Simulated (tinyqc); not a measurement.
CIS and TDHF on RHF in the sto-3g basis, frozen core, for BeH+, spin multiplicity 1, step by step. One step of it, computed by the program tinyqc.

Problem. CIS matrix, singlets. A(ia,jb) = (e_a - e_i) d_ij d_ab + 2 (ia|jb) - (ij|ab).

orbital energies (hartree): MO1 -5.015224, MO2 -0.717818, MO3 -0.261198, MO4 -0.139353, MO5 -0.139353, MO6 0.284288

Two-electron integrals over orbitals (pq|rs), unique and non-zero (hartree); the lowest 1 orbital is frozen and left out:
```
(22|22) 0.516486    (32|22) -0.067406   (32|32) 0.038456    (33|22) 0.320280
(33|32) 0.030340    (33|33) 0.462103    (42|42) 0.043193    (43|42) 0.031461
(43|43) 0.051540    (44|22) 0.364324    (44|32) 0.022039    (44|33) 0.397035
(44|44) 0.449859    (52|52) 0.043193    (53|52) 0.031461    (53|53) 0.051540
(54|54) 0.024249    (55|22) 0.364324    (55|32) 0.022039    (55|33) 0.397035
(55|44) 0.401360    (55|55) 0.449859    (62|22) 0.051756    (62|32) -0.047636
(62|33) -0.025749   (62|44) -0.058328   (62|55) -0.058328   (62|62) 0.121674
(63|22) -0.056025   (63|32) 0.032910    (63|33) 0.056887    (63|44) 0.020310
(63|55) 0.020310    (63|62) -0.049254   (63|63) 0.050568    (64|42) -0.029286
(64|43) -0.013470   (64|64) 0.025741    (65|52) -0.029286   (65|53) -0.013470
(65|65) 0.025741    (66|22) 0.514950    (66|32) -0.067009   (66|33) 0.348959
(66|44) 0.368525    (66|55) 0.368525    (66|62) 0.081933    (66|63) -0.056786
(66|66) 0.553479
```

Give: CIS matrix A, singlet.

Solution.

CIS matrix A, singlet (hartree), lower triangle:
```
         2>3     2>4     2>5     2>6
2>3   0.2133
2>4   0.0000  0.3005
2>5   0.0000  0.0000  0.3005
2>6  -0.0392  0.0000  0.0000  0.7305
```
